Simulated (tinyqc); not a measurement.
Worked calculation: UHF in the sto-3g basis, for H3, spin multiplicity 2. One step of it, computed by the program tinyqc.

Problem. Iteration 1: diagonalisation and new density. A level shift of 0.5 hartree raises the virtual space: F + shift (S - S D(s) S), with D(s) the density of one spin. Diagonalise F' = X^T F X, C = X C', fill 2 alpha and 1 beta electrons from the bottom; D(s) = C_occ C_occ^T. Each column has its largest component positive (the first on a tie).

F(alpha) (hartree):
```
           1H 1s      2H 1s      3H 1s
1H 1s  -0.350193  -0.456078  -0.456078
2H 1s  -0.456078  -0.397001  -0.100614
3H 1s  -0.456078  -0.100614  -0.397001
```

F(beta) (hartree):
```
           1H 1s      2H 1s      3H 1s
1H 1s  -0.305400  -0.382344  -0.382344
2H 1s  -0.382344  -0.015082  -0.191842
3H 1s  -0.382344  -0.191842  -0.015082
```

X:
```
           1H 1s      2H 1s      3H 1s
1H 1s   1.227235  -0.304866  -0.304866
2H 1s  -0.304866   1.108455   0.050946
3H 1s  -0.304866   0.050946   1.108455
```

D(alpha) at the start:
```
          1H 1s      2H 1s      3H 1s
1H 1s  0.369951   0.202438   0.202438
2H 1s  0.202438   0.669937  -0.448389
3H 1s  0.202438  -0.448389   0.669937
```

D(beta) at the start:
```
          1H 1s     2H 1s     3H 1s
1H 1s  0.369951  0.202438  0.202438
2H 1s  0.202438  0.110774  0.110774
3H 1s  0.202438  0.110774  0.110774
```

overlap S:
```
          1H 1s     2H 1s     3H 1s
1H 1s  1.000000  0.475528  0.475528
2H 1s  0.475528  1.000000  0.105806
3H 1s  0.475528  0.105806  1.000000
```

Give: F' = X^T F X; orbital energies; coefficients C; F' = X^T F X; orbital energies; coefficients C; D(alpha) after iteration 1; D(beta) after iteration 1.

Solution.

F' = X^T F X (alpha) (hartree):
```
         1        2        3
1   0.2931  -0.6030  -0.6030
2  -0.6030  -0.0756   0.2559
3  -0.6030   0.2559  -0.0756
```

orbital energies (alpha) (hartree): MO1 -0.6180, MO2 -0.3315, MO3 1.0914

coefficients C (alpha):
```
          MO1      MO2      MO3
1H 1s  0.5239   0.0000   1.1906
2H 1s  0.3902   0.7478  -0.7828
3H 1s  0.3902  -0.7478  -0.7828
```

F' = X^T F X (beta) (hartree):
```
         1        2        3
1   0.3043  -0.6039  -0.6039
2  -0.6039   0.5864  -0.1113
3  -0.6039  -0.1113   0.5864
```

orbital energies (beta) (hartree): MO1 -0.4686, MO2 0.6977, MO3 1.2481

coefficients C (beta):
```
          MO1      MO2      MO3
1H 1s  0.6207   0.0000   1.1431
2H 1s  0.3240   0.7478  -0.8124
3H 1s  0.3240  -0.7478  -0.8124
```

D(alpha) after iteration 1:
```
        1H 1s    2H 1s    3H 1s
1H 1s  0.2745   0.2044   0.2044
2H 1s  0.2044   0.7114  -0.4069
3H 1s  0.2044  -0.4069   0.7114
```

D(beta) after iteration 1:
```
        1H 1s   2H 1s   3H 1s
1H 1s  0.3852  0.2011  0.2011
2H 1s  0.2011  0.1050  0.1050
3H 1s  0.2011  0.1050  0.1050
```
